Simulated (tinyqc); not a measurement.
Anisotropic elasticity and sound waves of a cubic crystal: one step, computed by the program tinyqc. Command: `OMP_NUM_THREADS=1 python tinyqc.py 3009684 3009685 out.jsonl cubicelastic walk`. One thread of a shared host (Intel(R) Xeon(R) Processor @ 2.30GHz), about 0.01 s of CPU time with the checks.

Voigt order 1..6 = xx, yy, zz, yz, xz, xy, with engineering shear strains. The rotated frame has x' as named, z' along the wafer normal and y' = z' x x'.

Task: Thermal stress in a film with this orientation. On cooling, a thick substrate imposes eps_1 = eps_2 = (alpha_film - alpha_substrate) Delta T and eps_6 = 0; the free surface sets sigma_3 = sigma_4 = sigma_5 = 0, which fixes eps_3, eps_4, eps_5. Biaxial modulus M = (sigma_1 + sigma_2)/(2 eps); energy density M eps^2. Elastic response and constant coefficients are assumed.

Inputs (values chosen for the exercise, modelled on tungsten): expansion coefficient of the film = 4.6 ppm/K; expansion coefficient of the substrate = 7.5 ppm/K; cooling Delta T = 700 K.

Frame: (111) wafer, x' along [1-10].

C' (GPa):
```
          1         2         3         4         5         6
1  521.2000  202.5333  201.1667   -1.9328    0.0000    0.0000
2  202.5333  521.2000  201.1667    1.9328    0.0000    0.0000
3  201.1667  201.1667  522.5667    0.0000    0.0000    0.0000
4   -1.9328    1.9328    0.0000  157.9667    0.0000    0.0000
5    0.0000    0.0000    0.0000    0.0000  157.9667   -1.9328
6    0.0000    0.0000    0.0000    0.0000   -1.9328  159.3333
```

Give: in-plane strain; elastic strain along the normal; stress along x'; stress along y'; biaxial modulus M; energy density.

Result:

in-plane strain = -2.03 per mille

elastic strain along the normal = 1.563 per mille

stress along x' = -1155 MPa

stress along y' = -1155 MPa

biaxial modulus M = 568.9 GPa

energy density = 2.344 MJ/m^3

The film ends in compression. Caution: the thermal stress of this film exceeds 200 MPa, which can relax by slip, cracking or buckling in a real film.
